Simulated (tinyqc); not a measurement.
From projected range R_p back to ion energy E: ion implantation: universal nuclear stopping, Lindhard-Scharff electronic stopping and a Gaussian range profile. Computed by tinyqc, a small Python program. Command: `OMP_NUM_THREADS=1 python tinyqc.py 3026164 3026165 out.jsonl implant inv`. One thread of a shared host (Intel(R) Xeon(R) Processor @ 2.30GHz), about 0.9 s of CPU time with the checks.

An ion slows by elastic collisions with screened nuclei and by friction with electrons; channelling is ignored and the target is uniform.

Inputs (values chosen for the exercise, modelled on antimony ions in diamond):
```
quantity                               value    unit
ion atomic number Z1                      51       -
ion mass M1                              121       u
target atomic number Z2                    6       -
target mass M2                         12.01       u
target density N                       176.3  1/nm^3
scale factor of electronic stopping k    1.1       -
```

Method:
- Reduced energy eps = 32.53 M2 E/(Z1 Z2 (M1 + M2)(Z1^0.23 + Z2^0.23)), E in keV; s_n = ln(1 + 1.1383 eps)/(2 (eps + 0.01321 eps^0.21226 + 0.19593 eps^0.5)) for eps up to 30 and ln(eps)/(2 eps) above; S_n = 8.462 Z1 Z2 M1 s_n/((M1 + M2)(Z1^0.23 + Z2^0.23)) in 1e-15 eV cm^2.
- S_e = k 3.83 Z1^(7/6) Z2/(Z1^(2/3) + Z2^(2/3))^(3/2) sqrt(E/M1) in 1e-15 eV cm^2, E in keV.
- Path length R = int_0^E dE'/(N (S_n + S_e)); energy lost to nuclei nu = int_0^E S_n/(S_n + S_e) dE' (both with E' = E y^3 and 64 Gauss-Legendre points in y).
- Estimates of Lindhard type: R_p = R/(1 + M2/(3 M1)), straggle dR_p = (2/3) R_p sqrt(M1 M2)/(M1 + M2).

Task: A run gave the result below. Find the ion energy E, known to lie between 16 and 52 keV.

projected range R_p = 12.6524 nm

Result:

Each step takes the trial c = (a f_b - b f_a)/(f_b - f_a), f being the result less the target and a, b, c the logarithms of the listed values; c replaces end b, the old b replaces a if the sign of f changed, and otherwise f_a is halved.

Scan of the range:
```
ion energy E (keV)  projected range R_p (nm)
16.0                                  9.2438
19.5                                 10.3768
23.7                                 11.6659
28.8                                 13.1558
35.1                                 14.9131
42.7                                 16.9446
52.0                                 19.3358
```

False position (Illinois rule, in the logarithm of the input) inside the bracket:
```
step    end a    end b    trial  projected range R_p (nm)
1     23.7000  28.8000  26.9646                   12.6276
2     28.8000  26.9646  27.0480                   12.6518
3     28.8000  27.0480  27.0519                   12.6530
4     27.0480  27.0519  27.0500                   12.6524
5     27.0519  27.0500  27.0500                   12.6524
```

Projected range R_p rises at every point of a 13-point scan of the range (every second point is shown), so one value fits; it is bracketed by 23.7 and 28.8. Answer: ion energy E = 27.05 keV.
